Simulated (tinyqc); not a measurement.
Comparisons within one model: dielectric confinement in a thin film (image charges). A value that a table varies takes the place of the one given here.

A film |z| < t/2 of dielectric constant eps between half-spaces of dielectric constant e2; lam = (eps - e2)/(eps + e2), q = e^2/(4 pi eps0). The self-energy of a band edge is taken with the high-frequency value, e2 = eh, and the field of a fixed ion with the static one, e2 = eo. A charge at z has images lam^|n| at n t + (-1)^n z. Its self-energy is S(z) = (q/2 eps) sum over n >= 1 of lam^n [1/(n t - 2z) + 1/(n t + 2z)] for odd n and 2 lam^n/(n t) for even n; at the centre S(0) = -(q/(eps t)) ln(1 - lam).

Donor at the centre, lam from the static eo, trial function cos(pi z/t) exp(-rho/l): E(l) = c/(m l^2) - (q/eps) times the integral over k of F(k t) (1 + (k l/2)^2)^(-3/2), with F(x) = F0 + 2 lam exp(-x) G/(1 - lam exp(-x)), F0 = 2[(1 - exp(-x/2))/x + x (1 + exp(-x/2))/(x^2 + 4 pi^2)], G = 2 sinh(x/2)[1/x - x/(x^2 + 4 pi^2)]; c = hbar^2/2m0. The binding energy is -E at the minimum, counted from the subband edge with its self-energy.

Constants: e^2/(4 pi eps0) = 14.39964547 eV angstrom; hbar^2/2m0 = 3.80998211 eV angstrom^2; Ry = 13.60569312 eV.

Parameters, chosen for this exercise (near those of a Ge film in vacuum; shifted at random, so the results belong to these values and not to a real crystal):
- eps = 16.3 (dielectric constant of the film)
- eh = 1 (high-frequency dielectric constant outside)
- eo = 1 (static dielectric constant outside)
- m = 0.146 m0 (mass in the plane)
- mz = 0.118 m0 (mass across the film)
- ts = (10, 15, 22, 32, 48, 70, 100) angstrom (thicknesses)
- t = 36 angstrom (film thickness)

## Thinning the film

<S> is the mean over (2/t) cos^2(pi z/t); confinement c (pi/t)^2/mz; donor binding with and without images.

Results:
```
t (angstrom)  <S> (meV)  confinement (meV)  binding, no images (meV)  binding (meV)  l (angstrom)
10                208.1             3186.7                      25.6          292.1          18.2
15                138.7             1416.3                      24.2          216.6          21.7
22                 94.6              658.4                      22.5          162.4          25.7
32                 65.0              311.2                      20.7          122.1          30.2
48                 43.3              138.3                      18.5           89.3          36.0
70                 29.7               65.0                      16.3           66.6          42.3
100                20.8               31.9                      14.2           50.4          49.1
```

Between 100 and 10 angstrom the binding goes from 50.4 to 292.1 meV; quantum confinement alone would take it from 14.2 to 25.6, so the images supply +36.1 and +266.4 meV. |<S>| goes as 1/t and exceeds the confinement energy beyond 153 angstrom. Hard-wall energies above 300 meV (up to t = 32 angstrom) overstate the confinement: walls are finite and valleys non-parabolic.

## Choice of the surrounding dielectric

The same film between different dielectrics; in this table one value e2 serves for both eo and eh.

Results:
```
case         lam  <S> (meV)  binding (meV)  l (angstrom)
e2 = 1     0.884       57.8          111.6          31.8
e2 = 2.5   0.734       36.5           73.5          33.3
e2 = 3.9   0.614       26.7           57.2          34.5
e2 = 7.5   0.370       13.3           37.1          37.2
e2 = 16    0.009        0.3           20.4          42.0
e2 = 25   -0.211       -5.8           13.7          45.9
e2 = 80   -0.661      -16.1            4.7          58.9
```

The binding spans a factor 23.9, from 112 meV in vacuum to 4.7 meV for e2 = 80; going from 3.9 to 25 changes it by -43.5 meV and the band edge by -32.5 meV, so the binding responds 1.34 times as much as the edge (for an orbit much smaller than t the binding would change by twice the change of S(0), -56.1 meV; here l/t = 0.96 for e2 = 3.9).

## What each parameter does

<S> is the mean over (2/t) cos^2(pi z/t). Each row changes one parameter from the base and keeps the others.

Results:
```
case             lam from eh  <S> (meV)  binding (meV)  l (angstrom)
base                   0.884       57.8          111.6          31.8
t = 46 angstrom        0.884       45.2           92.3          35.3
eps = 14.7             0.873       61.4          121.6          30.1
eo = 1.4               0.884       57.8           97.0          32.2
eh = 1.3               0.852       51.6          111.6          31.8
m = 0.175 m0           0.884       57.8          116.3          28.7
```

The largest shifts from the base row, up to three for each result and ties (the steps differ in size, so this ranks the rows, not the parameters). lam from eh: eh -0.032, eps -0.012; unchanged at the printed digits by t, eo and m. <S> (meV): t -12.6, eh -6.2, eps +3.6; unchanged at the printed digits by eo and m. binding (meV): t -19.2, eo -14.6, eps +10.1; unchanged at the printed digits by eh. l (angstrom): t +3.5, m -3.1, eps -1.7; unchanged at the printed digits by eh.

(tinyqc, `OMP_NUM_THREADS=1 python tinyqc.py 1250257 1250258 out.jsonl`, Intel(R) Xeon(R) Processor @ 2.30GHz, 1 thread, shared host, about 0.07 s.)
